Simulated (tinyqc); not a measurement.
Chemical-mechanical planarisation: Preston law, pattern density and step-height reduction: one step, computed by the program tinyqc. Command: `OMP_NUM_THREADS=1 python tinyqc.py 3015483 3015484 out.jsonl cmp walk`. One thread of a shared host (Intel(R) Xeon(R) Processor @ 2.30GHz), about 0.01 s of CPU time with the checks.

A row of 8 cells, repeated periodically, holds raised features that cover a share rho of each cell.

Problem. Blanket rate. With equal rotation speeds the relative speed is uniform, v = omega r_c; Preston rate R0 = K P v.

Inputs (values chosen for the exercise, close to those used for copper polishing):
```
quantity                        value  unit
Preston coefficient K         5.3e-14  1/Pa
pressure P                         31   kPa
platen and carrier speed           40   rpm
distance between the centres       19    cm
```

Give: relative speed v; blanket rate R0.

Solution.

relative speed v = 0.79587 m/s

blanket rate R0 = 1.3076 nm/s
